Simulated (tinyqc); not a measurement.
Polarisation charge from two barrier thicknesses.

Problem. Voff = phiB - dEc - q sigma d/(eps0 eb). Find sigma, phiB - dEc and the thickness at which Voff = 0.

Constants: q = 1.602176634e-19 C, eps0 = 8.8541878128e-14 F/cm where lengths are in cm. Results are converted to the units shown.

Voff at d = 17 and 27 nm (V): [-4.2520101, -7.2024867]
eb = 9.565

Solution. Voff is a straight line in d: its slope is -q sigma/(eps0 eb) and its intercept phiB - dEc.

sigma = 1.56e13 cm^-2
phiB - dEc = 0.764 V
thickness for Voff = 0 = 2.59 nm

Program tinyqc, `OMP_NUM_THREADS=1 python tinyqc.py 2180107 2180108 out.jsonl`; Intel Xeon 2.30GHz, shared host, one thread, about 0.01 s.
